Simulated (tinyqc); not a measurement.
Worked calculation: RKS/LDA (VWN5) in the sto-3g basis, for H4, spin multiplicity 1. One step of it, computed by the program tinyqc.

Problem. Iteration 1: building the Kohn-Sham matrix. J_ij = sum D_kl (ij|kl); F = H + J + V_xc; E = tr D H + tr D J / 2 + E_xc + E_nn.

D at the start:
```
          1H 1s     2H 1s     3H 1s     4H 1s
1H 1s  0.941516  0.066354  0.086005  0.025449
2H 1s  0.066354  0.941516  0.025449  0.086005
3H 1s  0.086005  0.025449  0.941516  0.066354
4H 1s  0.025449  0.086005  0.066354  0.941516
```

core Hamiltonian H = T + V (hartree):
```
           1H 1s      2H 1s      3H 1s      4H 1s
1H 1s  -1.567670  -0.481183  -0.906974  -0.309420
2H 1s  -0.481183  -1.567670  -0.309420  -0.906974
3H 1s  -0.906974  -0.309420  -1.567670  -0.481183
4H 1s  -0.309420  -0.906974  -0.481183  -1.567670
```

Two-electron integrals (ij|kl) in chemists' order, unique and non-zero (hartree):
```
(11|11) 0.774606   (21|11) 0.125000   (21|21) 0.031454   (22|11) 0.334518
(22|21) 0.125000   (22|22) 0.774606   (31|11) 0.277310   (31|21) 0.049371
(31|22) 0.143007   (31|31) 0.130257   (32|11) 0.064153   (32|21) 0.016775
(32|22) 0.068727   (32|31) 0.031190   (32|32) 0.010672   (33|11) 0.455225
(33|21) 0.089085   (33|22) 0.278637   (33|31) 0.277310   (33|32) 0.068727
(33|33) 0.774606   (41|11) 0.068727   (41|21) 0.016775   (41|22) 0.064153
(41|31) 0.031190   (41|32) 0.010496   (41|33) 0.064153   (41|41) 0.010672
(42|11) 0.143007   (42|21) 0.049371   (42|22) 0.277310   (42|31) 0.067182
(42|32) 0.031190   (42|33) 0.143007   (42|41) 0.031190   (42|42) 0.130257
(43|11) 0.089085   (43|21) 0.022627   (43|22) 0.089085   (43|31) 0.049371
(43|32) 0.016775   (43|33) 0.125000   (43|41) 0.016775   (43|42) 0.049371
(43|43) 0.031454   (44|11) 0.278637   (44|21) 0.089085   (44|22) 0.455225
(44|31) 0.143007   (44|32) 0.064153   (44|33) 0.334518   (44|41) 0.068727
(44|42) 0.277310   (44|43) 0.125000   (44|44) 0.774606
```

nuclear repulsion = 2.22756274 hartree

V_xc (hartree):
```
           1H 1s      2H 1s      3H 1s      4H 1s
1H 1s  -0.432960  -0.087963  -0.186853  -0.054934
2H 1s  -0.087963  -0.432960  -0.054934  -0.186853
3H 1s  -0.186853  -0.054934  -0.432960  -0.087963
4H 1s  -0.054934  -0.186853  -0.087963  -0.432960
```

E_xc = sum of w rho eps_xc = -1.31964479 hartree

Give: Coulomb J; Kohn-Sham matrix F; total energy of this density.

Solution.

Coulomb J (hartree):
```
        1H 1s   2H 1s   3H 1s   4H 1s
1H 1s  1.8427  0.4290  0.8417  0.2665
2H 1s  0.4290  1.8427  0.2665  0.8417
3H 1s  0.8417  0.2665  1.8427  0.4290
4H 1s  0.2665  0.8417  0.4290  1.8427
```

Kohn-Sham matrix F (hartree):
```
         1H 1s    2H 1s    3H 1s    4H 1s
1H 1s  -0.1580  -0.1401  -0.2521  -0.0979
2H 1s  -0.1401  -0.1580  -0.0979  -0.2521
3H 1s  -0.2521  -0.0979  -0.1580  -0.1401
4H 1s  -0.0979  -0.2521  -0.1401  -0.1580
```

total energy of this density = -1.782166 hartree

This density is the starting one; it is not idempotent, so its energy is not variational and may lie below the converged one.
